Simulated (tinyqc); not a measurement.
Inside a calculation. Method: coupled-perturbed Hartree-Fock on RHF in the sto-3g basis, for H3-, spin multiplicity 1. The basis has no diffuse functions, so it cannot describe the extra electron: this is an exercise in the method, not the real anion. One step of it, computed by the program tinyqc.

Question. Integrals over molecular orbitals. (pq|rs) = sum C_ip C_jq C_kr C_ls (ij|kl), one index at a time.

coefficients C, order 1H 1s, 2H 1s, 3H 1s:
```
[[0.529542, 0.000000, 1.123983],
 [0.401013, 0.738663, -0.742632],
 [0.401013, -0.738663, -0.742632]]
```

core Hamiltonian H = T + V (hartree), order 1H 1s, 2H 1s, 3H 1s:
```
[[-1.404901, -0.731080, -0.731080],
 [-0.731080, -1.175160, -0.154629],
 [-0.731080, -0.154629, -1.175160]]
```

Two-electron integrals (ij|kl) in chemists' order, unique and non-zero (hartree):
```
(11|11) 0.774606   (21|11) 0.263504   (21|21) 0.119032   (22|11) 0.445200
(22|21) 0.263504   (22|22) 0.774606   (31|11) 0.263504   (31|21) 0.083861
(31|22) 0.139767   (31|31) 0.119032   (32|11) 0.048304   (32|21) 0.018754
(32|22) 0.037090   (32|31) 0.018754   (32|32) 0.003493   (33|11) 0.445200
(33|21) 0.139767   (33|22) 0.239083   (33|31) 0.263504   (33|32) 0.037090
(33|33) 0.774606
```

Give: one-electron integrals over orbitals h = C^T H C; Two-electron integrals over orbitals.

Answer.

one-electron integrals over orbitals h = C^T H C (hartree):
```
[[-1.443, 0.000, -0.128],
 [0.000, -1.114, 0.000],
 [-0.128, 0.000, -0.801]]
```

Two-electron integrals over orbitals (pq|rs), unique and non-zero (hartree):
```
(11|11) 0.530    (21|21) 0.162    (22|11) 0.468    (22|22) 0.519
(31|11) 0.078    (31|22) -0.046   (31|31) 0.139    (32|21) -0.143
(32|32) 0.145    (33|11) 0.553    (33|22) 0.487    (33|31) 0.093
(33|33) 0.607
```
